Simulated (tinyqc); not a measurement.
From one barrier to a miniband: Kronig-Penney superlattice by transfer matrices.

Wells (width a, potential 0, mass mw) alternate with barriers (width b, height V0, mass mb); period d = a + b; c = hbar^2/2m0. The vector (psi, psi'/m) is continuous, and a layer of thickness t carries it by M = [[cos kt, (m/k) sin kt], [-(k/m) sin kt, cos kt]] with k = sqrt(m (E - V)/c); for E < V, k = i kappa gives [[cosh, (m/kappa) sinh], [(kappa/m) sinh, cosh]] of kappa t. A Bloch state obeys cos(q d) = tr(Mb Mw)/2.

Constants: hbar^2/2m0 = 3.80998211 eV angstrom^2.

Inputs chosen for the exercise (near those of a non-polar GaN superlattice with barriers of AlGaN; the results hold for these values, not for the real material): a = 19 angstrom (well width); b = 10 angstrom (barrier width); V0 = 0.66 eV (barrier height); mw = 0.207 m0 (mass in the wells); mb = 0.253 m0 (mass in the barriers).

Transmission through N barriers separated by wells, between leads of the well material: T = 4/[(M11 + M22)^2 + (u M12 - M21/u)^2] with u = k/mw and M the product over all layers; twelve evenly spaced energies around the first miniband.

Transmission:
```
E (eV)    tr M/2 of a period   N = 1    N = 2     N = 4     N = 8
0.120212               2.382  0.0600  0.00281  6.57e-06  3.62e-11
0.134013               1.782  0.0675  0.00567  4.98e-05  3.93e-09
0.147814               1.239  0.0751   0.0130  0.000770  3.36e-06
0.161615               0.749  0.0827   0.0386     0.397     0.149
0.175416               0.310  0.0905    0.206    0.0902     0.211
0.189217              -0.082  0.0985    0.802     0.510     0.225
0.203018              -0.430   0.106    0.139    0.0921     0.371
0.216818              -0.738   0.115   0.0562     0.659     0.332
0.230619              -1.006   0.123   0.0334   0.00816   0.00169
0.244420              -1.239   0.131   0.0240   0.00143  6.23e-06
0.258221              -1.439   0.140   0.0192  0.000497  3.54e-07
0.272022              -1.608   0.148   0.0166  0.000242  5.30e-08
```

What can be read from this table?

5 of the energies lie in the miniband (|tr M/2| <= 1); there T for N = 8 runs between 0.149 and 0.371. In the gaps it falls with N: at E = 0.2720 eV from 0.000242 (N = 4) to 5.3e-08 (N = 8), a slope of ln T of -2.11 a period, against -2 arccosh|tr M/2| = -2.11.

(tinyqc, `OMP_NUM_THREADS=1 python tinyqc.py 1251231 1251232 out.jsonl`, Intel(R) Xeon(R) Processor @ 2.30GHz, 1 thread, shared host, about 0.2 s.)
